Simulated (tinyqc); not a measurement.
Which clusters to keep: cluster expansion of a binary alloy: correlations, fit, cross-validation and ground states. Computed by tinyqc, a small Python program. Command: `OMP_NUM_THREADS=1 python tinyqc.py 3023754 3023755 out.jsonl clex walk`. One thread of a shared host (Intel(R) Xeon(R) Processor @ 2.30GHz), about 0.2 s of CPU time with the checks.

s = +1 for A and -1 for B. Energy per site E = J0 + J1 P(point) + sum over clusters of m V P, with P the mean product of spins; V > 0 on a pair favours unlike neighbours. Clusters per site m: pair 1 6, pair 2 3, pair 3 12, triplet 8; the triplet is the triangle of first neighbours. Formation energies are counted from the line between pure A and pure B, which removes J0 and J1.

Inputs (values chosen for the exercise, for a model alloy):

| quantity | value | unit |
|---|---|---|
| first-pair interaction V1 | 11.6 | meV |
| second-pair interaction V2 | 3.3 | meV |
| third-pair interaction V3 | 1.5 | meV |
| triplet interaction Vt | 0.68 | meV |
| noise amplitude | 5.7 | meV/site |

Lattice: fcc.

Method:
- Design matrix of formation energies: m (P - 1) for pairs and m (P(triplet) - P(point)) for the triplet; x = (1 - P(point))/2.
- Exact: X V with V = (V1, V2, V3, Vt). The data to fit add the noise amplitude times the normal numbers, standing for what the clusters leave out.
- For each set, H = X (X^T X)^-1 X^T over the structures between the ends; residual e = E - H E; leave-one-out error e_i/(1 - H_ii); both as root mean squares.

correlations P, counted on periodic cells:
```
                      point    pair 1    pair 2    pair 3   triplet
A                   1.00000   1.00000   1.00000   1.00000   1.00000
A3B L1_2            0.50000   0.00000   1.00000   0.00000  -0.50000
A3B D0_22           0.50000   0.00000   0.66667   0.33333  -0.50000
A3B (001) layers    0.50000   0.33333   0.66667   0.00000   0.50000
A2B (001) layers    0.33333   0.11111   0.55556  -0.33333   0.33333
AB L1_0             0.00000  -0.33333   1.00000  -0.33333   0.00000
AB L1_1             0.00000   0.00000  -1.00000   0.00000   0.00000
A2B2 (001) layers   0.00000   0.33333   0.33333  -0.33333   0.00000
AB2 (001) layers   -0.33333   0.11111   0.55556  -0.33333  -0.33333
AB3 L1_2           -0.50000   0.00000   1.00000   0.00000   0.50000
AB3 D0_22          -0.50000   0.00000   0.66667   0.33333   0.50000
AB3 (001) layers   -0.50000   0.33333   0.66667   0.00000  -0.50000
B                  -1.00000   1.00000   1.00000   1.00000  -1.00000
```

standard normal numbers for the noise (0 for the pure ends): A 0.000, A3B L1_2 0.248, A3B D0_22 0.028, A3B (001) layers -0.340, A2B (001) layers -0.487, AB L1_0 -0.898, AB L1_1 -0.611, A2B2 (001) layers 1.985, AB2 (001) layers 0.042, AB3 L1_2 -0.477, AB3 D0_22 -0.411, AB3 (001) layers 0.241, B 0.000

X:
```
                    pair 1   pair 2    pair 3  triplet
A                   0.0000   0.0000    0.0000   0.0000
A3B L1_2           -6.0000   0.0000  -12.0000  -8.0000
A3B D0_22          -6.0000  -1.0000   -8.0000  -8.0000
A3B (001) layers   -4.0000  -1.0000  -12.0000   0.0000
A2B (001) layers   -5.3333  -1.3333  -16.0000   0.0000
AB L1_0            -8.0000   0.0000  -16.0000   0.0000
AB L1_1            -6.0000  -6.0000  -12.0000   0.0000
A2B2 (001) layers  -4.0000  -2.0000  -16.0000   0.0000
AB2 (001) layers   -5.3333  -1.3333  -16.0000   0.0000
AB3 L1_2           -6.0000   0.0000  -12.0000   8.0000
AB3 D0_22          -6.0000  -1.0000   -8.0000   8.0000
AB3 (001) layers   -4.0000  -1.0000  -12.0000   0.0000
B                   0.0000   0.0000    0.0000   0.0000
```

data (meV/site): A 0.000, A3B L1_2 -91.626, A3B D0_22 -90.180, A3B (001) layers -69.638, A2B (001) layers -93.043, AB L1_0 -121.919, AB L1_1 -110.883, A2B2 (001) layers -65.686, AB2 (001) layers -90.027, AB3 L1_2 -84.879, AB3 D0_22 -81.803, AB3 (001) layers -66.326, B 0.000

Fits:

| clusters | fit error (meV/site) | leave-one-out error (meV/site) | largest H_ii |
|---|---|---|---|
| V1 | 8.2302 | 9.131 | 0.18344 |
| V1 V2 | 5.4337 | 6.477 | 0.82499 |
| V1 V3 | 6.7130 | 8.000 | 0.34839 |
| V1 V2 Vt | 4.9321 | 6.920 | 0.82499 |
| V1 Vt | 7.9080 | 10.116 | 0.35318 |
| V1 V2 V3 | 4.0447 | 7.711 | 0.89605 |
| V1 V3 Vt | 6.3139 | 7.994 | 0.51586 |
| V1 V2 V3 Vt | 3.3407 | 7.372 | 0.89605 |

leave-one-out error without pair 3 = 6.9197 meV/site

leave-one-out error with all four = 7.3725 meV/site

What follows from these numbers?

The fit error can only fall as clusters are added, to 3.34 meV with all four. The leave-one-out error is least for V1 V2 (6.48 meV), and all four give 7.37: the extra terms fit noise more than signal.

Extremes, crossings and ranges named in words are read from the listed rows.
